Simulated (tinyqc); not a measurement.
# Small-signal admittance of a forward-biased p+-n diode: admittance against frequency

Holes injected into a neutral base of width wb with an ohmic contact at its end; low injection, p0 far above the equilibrium density. A small voltage v exp(i w t), w = 2 pi f, modulates the edge density by p0 v/Vt, and the small-signal density obeys Dp d2p/dx2 = (1/tau + i w) p.

L = sqrt(Dp tau); direct current J = (q Dp p0/L) coth(wb/L); k = sqrt(1 + i w tau)/L; diffusion admittance Y = (q Dp p0/Vt) k coth(k wb) = G + i w C_diff; junction capacitance C_j = sqrt(q eps0 eps_r Nd/(2 Vr)) in the depletion approximation, with the remaining barrier Vr = Vt ln(Na/p0), a rough value under forward bias; base-width modulation is left out. Measured admittance 1/[Rs + 1/(Y + i w C_j)].

Parameters, values chosen for the exercise; permittivity close to that of silicon: temperature T = 275 K; relative permittivity eps_r = 11.7; donor density of the base Nd = 1.9e17 cm^-3; hole diffusion coefficient Dp = 9.8 cm^2/s; hole lifetime tau = 4e-8 s; width of the neutral base wb = 8.8 um; excess hole density at the junction edge p0 = 1.6e14 cm^-3; acceptor density of the p+ side Na = 1e19 cm^-3; series resistance Rs = 0.0002 ohm cm^2.

Constants: q = 1.602176634e-19 C, kB = 1.380649e-23 J/K, Vt = kB T/q, eps0 = 8.8541878128e-14 F/cm where lengths are in cm. Results are converted to the units shown.

The same in every row: C_j (uF/cm^2) = 0.2455.

Result of one run:

| w tau | G (S/cm^2) | C_diff (uF/cm^2) | measured G (S/cm^2) | measured C (uF/cm^2) | phase of the measured Y (degrees) |
|---|---|---|---|---|---|
| 0.2513 | 19.14 | 0.2521 | 19.07 | 0.4938 | 9.242 |

Which signal frequency f gave this result: 10000, 1e6, 2e7 or 7e7 Hz?

f = 1e6 Hz.

The whole series:

| f (Hz) | w tau | G (S/cm^2) | C_diff (uF/cm^2) | measured G (S/cm^2) | measured C (uF/cm^2) | phase of the measured Y (degrees) |
|---|---|---|---|---|---|---|
| 10000 | 0.002513 | 19.10 | 0.2524 | 19.03 | 0.4940 | 0.09348 |
| 60000 | 0.01508 | 19.10 | 0.2524 | 19.03 | 0.4940 | 0.5608 |
| 2e5 | 0.05027 | 19.10 | 0.2523 | 19.03 | 0.4940 | 1.869 |
| 1e6 | 0.2513 | 19.14 | 0.2521 | 19.07 | 0.4938 | 9.242 |
| 4e6 | 1.005 | 19.72 | 0.2486 | 19.67 | 0.4902 | 32.06 |
| 2e7 | 5.027 | 29.09 | 0.1944 | 29.52 | 0.4347 | 61.62 |
| 7e7 | 17.59 | 51.68 | 0.1109 | 55.91 | 0.3488 | 69.98 |
| 3e8 | 75.40 | 104.7 | 0.05479 | 162.0 | 0.2846 | 73.20 |
| 1e9 | 251.3 | 190.2 | 0.03015 | 665.7 | 0.2302 | 65.28 |

G starts at J/Vt = 19.1 S/cm^2 and C_diff at (J tau/(2 Vt))(1 - 2 x/sinh 2x) = 0.252 uF/cm^2, x = wb/L = 1.41. Between the last two rows G goes as f^(0.50) and C_diff as f^(-0.50); the limits are 1/2 and -1/2, reached when the signal penetrates only sqrt(Dp/w). The measured C is 0.76 % below C_diff + C_j in the first row and 16 % below it in the last, the difference being due to Rs.

tinyqc, about 0.01 s, one thread, Intel Xeon 2.30GHz (shared host): `OMP_NUM_THREADS=1 python tinyqc.py 2890125 2890126 out.jsonl`
